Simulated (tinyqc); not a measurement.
Electromigration in a confined line: Blech product, Korhonen stress evolution and Black's law: one step, computed by the program tinyqc.

The electron wind pushes atoms from the cathode (x = 0) to the anode (x = L); blocking ends build a back stress (tension positive). The input rho is taken not to change with temperature. d sigma/dt = d/dx [kappa (d sigma/dx + G)], with zero flux at both ends and sigma = 0 at t = 0.

Problem. Extrapolation by Black's law. Median life t50 = A j^(-n) exp(E/(k_B T)); acceleration factor = t50(use)/t50(test) = (j/j_u)^n exp[(E/k_B)(1/T_u - 1/T)]. Temperatures in kelvin are T(C) + 273.15.

Inputs (values chosen for the exercise, close to those used for ruthenium lines):
```
quantity,value,unit
activation energy E,1.4,eV
current density j,3,MA/cm^2
test temperature T,230,C
use temperature T_u,105,C
use current density j_u,1.8,MA/cm^2
current exponent n,1.5,-
```

Start: stress-free.

Constants: k_B = 8.617333262e-05 eV/K.

Give: current factor; temperature factor; acceleration factor.

Solution.

current factor = 2.152

temperature factor = 43192

acceleration factor = 92935
